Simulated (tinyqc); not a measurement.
Resistance of a tapered via with liner, size effect and interface: two steps of the calculation.

A round via whose diameter grows from db at the bottom as D(z) = db + 2 z/tan(ang). The fill, of diameter D - 2 tl, starts above the bottom liner (thickness fb tl) and has rho = rho0 (1 + ks lam/(D - 2 tl)); the sidewall liner conducts in parallel with it. The bottom liner and the interface are crossed over the full area pi db^2/4. Spreading in the lines above and below is left out.

Inputs (values chosen for the exercise); fill metal close to molybdenum: diameter at the bottom db = 11 nm; height hv = 20 nm; sidewall angle ang = 88 degrees; bulk resistivity of the fill rho0 = 5.19 uohm cm; mean free path of the fill lam = 11.2 nm; size-effect factor ks = 1.6; liner on the sidewall tl = 0.3 nm; liner at the bottom over that on the sidewall fb = 1; resistivity of the liner rl = 150 uohm cm; interface resistivity at the bottom ri = 1.7e-12 ohm cm^2; ballistic conductance per area, about 3/(4 rho0 lam) Sb = 1.3e15 S/m^2.

Problem 1. Slices of the via. Slices between z0 = fb tl and hv, evaluated at their midpoints: conductance per length pi/4 [(D - 2 tl)^2/rho + (D^2 - (D - 2 tl)^2)/rl], slice resistance = slice height over that. 10 slices.

Find: z; D; rho; slice resistance.

Solution 1.

| slice | z (nm) | D (nm) | rho (uohm cm) | slice resistance (ohm) |
|---|---|---|---|---|
| 0 | 1.285 | 11.09 | 14.06 | 3.169 |
| 1 | 3.255 | 11.23 | 13.94 | 3.063 |
| 2 | 5.225 | 11.36 | 13.83 | 2.962 |
| 3 | 7.195 | 11.50 | 13.72 | 2.866 |
| 4 | 9.165 | 11.64 | 13.61 | 2.774 |
| 5 | 11.13 | 11.78 | 13.51 | 2.686 |
| 6 | 13.11 | 11.92 | 13.41 | 2.602 |
| 7 | 15.07 | 12.05 | 13.31 | 2.521 |
| 8 | 17.05 | 12.19 | 13.21 | 2.444 |
| 9 | 19.02 | 12.33 | 13.12 | 2.371 |

Problem 2. Total resistance. R_fill = sum of the slices; R_bottom = rl fb tl/(pi db^2/4); R_interface = ri/(pi db^2/4); ballistic (Sharvin) limit 1/(Sb pi (db - 2 tl)^2/4); ideal cylinder rho0 hv/(pi db^2/4).

| slice | slice resistance (ohm) |
|---|---|
| 0 | 3.1692283 |
| 1 | 3.0631965 |
| 2 | 2.9621081 |
| 3 | 2.8656714 |
| 4 | 2.7736154 |
| 5 | 2.6856880 |
| 6 | 2.6016545 |
| 7 | 2.5212963 |
| 8 | 2.4444097 |
| 9 | 2.3708042 |

Find: parts; R; shares; ballistic limit; ideal cylinder.

Solution 2.

parts (ohm): fill 27.46, bottom liner 4.735, interface 1.789
R = 33.98 ohm
shares (%): fill 80.80, bottom liner 13.93, interface 5.26
ballistic limit = 9.055 ohm
ideal cylinder = 10.92 ohm

The fill is the largest part, and R is 3.11 times the ideal cylinder. With 2000 slices R = 33.983 ohm.

tinyqc, about 0.01 s, one thread, Intel Xeon 2.30GHz (shared host): `OMP_NUM_THREADS=1 python tinyqc.py 2750209 2750210 out.jsonl`
